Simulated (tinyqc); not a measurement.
Worked calculation: empirical pseudopotential in a few plane waves. Computed by tinyqc, a small Python program that keeps every step. Settings: plane-wave index or count = 15. Command: `OMP_NUM_THREADS=1 python tinyqc.py 22057 22058 out.jsonl` (the two numbers bound the seeds that draw the settings). One thread of a shared host (Intel(R) Xeon(R) Processor @ 2.60GHz), about 0.2 s of CPU time with the checks.

## Bloch Hamiltonian at G

Parameters chosen for this model: fcc lattice, atoms at +/- a/8 (1,1,1); form factors in rydberg at |G|^2 in units of (2 pi/a)^2:
```
parameter                 value      unit
a                      6.030000  angstrom
VS(3)                 -0.222000        Ry
VS(8)                  0.016000        Ry
VS(11)                 0.086000        Ry
VA(3)                  0.061000        Ry
VA(4)                  0.030000        Ry
VA(11)                 0.004000        Ry
hbar^2/2m (2 pi/a)^2   4.136643        eV
```

k point G (2 pi / a): [0, 0, 0]

Basis: the 15 shortest G (labels in 2 pi/a), the same at every k. H(G,G') = c |k + G|^2 delta + VS(|G-G'|^2) cos((G-G').tau) + i VA sin((G-G').tau), tau = a/8 (1,1,1); 1 Ry = 13.605693 eV.

H(k) at G (eV):
```
                   +0+0+0             -1-1-1             -1-1+1             -1+1-1
+0+0+0            0.00000   2.13579+0.58686i  -2.13579+0.58686i  -2.13579+0.58686i
-1-1-1   2.13579-0.58686i           12.40993   0.00000-0.40817i   0.00000-0.40817i
-1-1+1  -2.13579-0.58686i   0.00000+0.40817i           12.40993            0.21769
-1+1-1  -2.13579-0.58686i   0.00000+0.40817i            0.21769           12.40993
-1+1+1  -2.13579+0.58686i           -0.21769   0.00000+0.40817i   0.00000+0.40817i
+1-1-1  -2.13579-0.58686i   0.00000+0.40817i            0.21769            0.21769
+1-1+1  -2.13579+0.58686i           -0.21769   0.00000+0.40817i            0.00000
+1+1-1  -2.13579+0.58686i           -0.21769            0.00000   0.00000+0.40817i
+1+1+1   2.13579+0.58686i            0.00000           -0.21769           -0.21769
-2+0+0   0.00000-0.40817i  -2.13579+0.58686i  -2.13579-0.58686i  -2.13579-0.58686i
+0-2+0   0.00000-0.40817i  -2.13579+0.58686i  -2.13579-0.58686i   0.82738-0.03848i
+0+0-2   0.00000-0.40817i  -2.13579+0.58686i   0.82738-0.03848i  -2.13579-0.58686i
+0+0+2   0.00000+0.40817i  -0.82738-0.03848i   2.13579+0.58686i  -0.82738+0.03848i
+0+2+0   0.00000+0.40817i  -0.82738-0.03848i  -0.82738+0.03848i   2.13579+0.58686i
+2+0+0   0.00000+0.40817i  -0.82738-0.03848i  -0.82738+0.03848i  -0.82738+0.03848i

                   -1+1+1             +1-1-1             +1-1+1             +1+1-1
+0+0+0  -2.13579-0.58686i  -2.13579+0.58686i  -2.13579-0.58686i  -2.13579-0.58686i
-1-1-1           -0.21769   0.00000-0.40817i           -0.21769           -0.21769
-1-1+1   0.00000-0.40817i            0.21769   0.00000-0.40817i            0.00000
-1+1-1   0.00000-0.40817i            0.21769            0.00000   0.00000-0.40817i
-1+1+1           12.40993            0.00000            0.21769            0.21769
+1-1-1            0.00000           12.40993   0.00000-0.40817i   0.00000-0.40817i
+1-1+1            0.21769   0.00000+0.40817i           12.40993            0.21769
+1+1-1            0.21769   0.00000+0.40817i            0.21769           12.40993
+1+1+1   0.00000+0.40817i           -0.21769   0.00000+0.40817i   0.00000+0.40817i
-2+0+0   2.13579-0.58686i   0.82738-0.03848i  -0.82738-0.03848i  -0.82738-0.03848i
+0-2+0  -0.82738-0.03848i  -2.13579-0.58686i   2.13579-0.58686i  -0.82738-0.03848i
+0+0-2  -0.82738-0.03848i  -2.13579-0.58686i  -0.82738-0.03848i   2.13579-0.58686i
+0+0+2  -2.13579+0.58686i  -0.82738+0.03848i  -2.13579+0.58686i   0.82738+0.03848i
+0+2+0  -2.13579+0.58686i  -0.82738+0.03848i   0.82738+0.03848i  -2.13579+0.58686i
+2+0+0   0.82738+0.03848i   2.13579+0.58686i  -2.13579+0.58686i  -2.13579+0.58686i

                   +1+1+1             -2+0+0             +0-2+0             +0+0-2
+0+0+0   2.13579-0.58686i   0.00000+0.40817i   0.00000+0.40817i   0.00000+0.40817i
-1-1-1            0.00000  -2.13579-0.58686i  -2.13579-0.58686i  -2.13579-0.58686i
-1-1+1           -0.21769  -2.13579+0.58686i  -2.13579+0.58686i   0.82738+0.03848i
-1+1-1           -0.21769  -2.13579+0.58686i   0.82738+0.03848i  -2.13579+0.58686i
-1+1+1   0.00000-0.40817i   2.13579+0.58686i  -0.82738+0.03848i  -0.82738+0.03848i
+1-1-1           -0.21769   0.82738+0.03848i  -2.13579+0.58686i  -2.13579+0.58686i
+1-1+1   0.00000-0.40817i  -0.82738+0.03848i   2.13579+0.58686i  -0.82738+0.03848i
+1+1-1   0.00000-0.40817i  -0.82738+0.03848i  -0.82738+0.03848i   2.13579+0.58686i
+1+1+1           12.40993  -0.82738-0.03848i  -0.82738-0.03848i  -0.82738-0.03848i
-2+0+0  -0.82738+0.03848i           16.54657            0.21769            0.21769
+0-2+0  -0.82738+0.03848i            0.21769           16.54657            0.21769
+0+0-2  -0.82738+0.03848i            0.21769            0.21769           16.54657
+0+0+2  -2.13579-0.58686i           -0.21769           -0.21769            0.00000
+0+2+0  -2.13579-0.58686i           -0.21769            0.00000           -0.21769
+2+0+0  -2.13579-0.58686i            0.00000           -0.21769           -0.21769

                   +0+0+2             +0+2+0             +2+0+0
+0+0+0   0.00000-0.40817i   0.00000-0.40817i   0.00000-0.40817i
-1-1-1  -0.82738+0.03848i  -0.82738+0.03848i  -0.82738+0.03848i
-1-1+1   2.13579-0.58686i  -0.82738-0.03848i  -0.82738-0.03848i
-1+1-1  -0.82738-0.03848i   2.13579-0.58686i  -0.82738-0.03848i
-1+1+1  -2.13579-0.58686i  -2.13579-0.58686i   0.82738-0.03848i
+1-1-1  -0.82738-0.03848i  -0.82738-0.03848i   2.13579-0.58686i
+1-1+1  -2.13579-0.58686i   0.82738-0.03848i  -2.13579-0.58686i
+1+1-1   0.82738-0.03848i  -2.13579-0.58686i  -2.13579-0.58686i
+1+1+1  -2.13579+0.58686i  -2.13579+0.58686i  -2.13579+0.58686i
-2+0+0           -0.21769           -0.21769            0.00000
+0-2+0           -0.21769            0.00000           -0.21769
+0+0-2            0.00000           -0.21769           -0.21769
+0+0+2           16.54657            0.21769            0.21769
+0+2+0            0.21769           16.54657            0.21769
+2+0+0            0.21769            0.21769           16.54657
```

## Levels at G

Diagonalise the Hermitian matrix.

eigenvalues (eV): [-2.89332, 7.84122, 7.84122, 7.84122, 10.38602, 12.35450, 12.35450, 12.35450, 15.52046, 16.11119, 16.11119, 20.53018, 20.73533, 20.73533, 20.73533]

## Bands along a path

The same steps at evenly spaced points between the labelled ones.

Bands along the path (eV), lowest eight:
```
k           band 1   band 2   band 3   band 4    band 5    band 6    band 7    band 8
L         -1.20532  2.87138  7.39035  7.39035  10.37678  13.38487  13.38487  16.20537
L-G 0.25  -1.72228  3.58333  7.34937  7.34937  10.45797  13.24053  13.24053  16.24119
L-G 0.50  -2.32584  4.99205  7.49610  7.49610  10.80246  13.08244  13.08244  14.27657
L-G 0.75  -2.74626  6.69616  7.72335  7.72335  11.04969  12.53312  12.62784  12.62784
G         -2.89332  7.84122  7.84122  7.84122  10.38602  12.35450  12.35450  12.35450
G-X 0.25  -2.69671  6.63930  7.52084  7.52084  11.61588  11.71765  13.02505  13.02505
G-X 0.50  -2.12733  4.88042  6.96517  6.96517  10.87191  12.23878  14.62152  14.62152
G-X 0.75  -1.27966  3.34295  6.61177  6.61177  10.45816  11.25884  16.69738  16.69738
X         -0.54115  2.49868  6.63040  6.63040  10.38621  10.85652  19.11056  19.11056
```

With 4 band(s) filled, the highest filled level on these points lies at G and the lowest empty one at L: a gap of 2.5356 eV, indirect. This holds for the small fixed basis; with all plane waves up to |k + G|^2 = 21 (2 pi/a)^2 the gap along the path is 2.67 eV.

## Convergence with the number of plane waves

Levels at G counted from the fourth one.

Levels (eV):
```
plane waves    level 1  level 5  level 8
9            -14.40270  0.81634  1.40615
15           -10.73454  2.54481  4.51328
27            -9.86982  3.18850  4.53600
51            -9.84401  3.32652  4.78128
59            -9.91329  3.34270  4.54885
65            -9.93949  3.34284  4.49509
89            -9.90104  3.33205  4.52952
```
